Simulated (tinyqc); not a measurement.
Worked calculation: Hubbard chain of 2 sites. Computed by tinyqc, a small Python program that keeps every step. Settings: hopping = 1.66, U = 10.0, mixing = 1, iteration cap = 79. Command: `OMP_NUM_THREADS=1 python tinyqc.py 25324 25325 out.jsonl` (the two numbers bound the seeds that draw the settings). One thread of a shared host (Intel(R) Xeon(R) Processor @ 2.60GHz), about 0.1 s of CPU time with the checks.

one-body matrix (hopping and site energies) (eV), order 1, 2:
```
[[0.0000, -1.6600],
 [-1.6600, 0.0000]]
```

U = 10.0000 eV

electrons, up and down: [1, 1]

n(up) at the start (a guess, not normalised): [0.5000, 0.5000]

n(down) at the start (a guess): [0.5000, 0.5000]

Each step fills the lowest levels of T + U n(other spin) and sets n(new) = n + mixing (n(out) - n); stop when output and input agree to 1e-8.

Course of the cycle:
```
iteration    E (eV)  largest |n(out) - n(in)|  mean |n_up - n_down|
1          1.680000                  1.11e-16                0.0000
```

Can the last value be used, and what does the course show?

No, though the log alone does not show it. Converged in 1 iterations. But random starts reach -0.55112 eV, so this is another stationary point, not the lowest one. Reruns (cap 100 unless said): mixing 0.2: converged in 1 to a higher stationary point (E = 1.68000); mixing 0.5: converged in 1 to a higher stationary point (E = 1.68000); mixing 0.9: converged in 1 to a higher stationary point (E = 1.68000). Before convergence this energy mixes input and output and is not variational, so it may rise towards its limit.
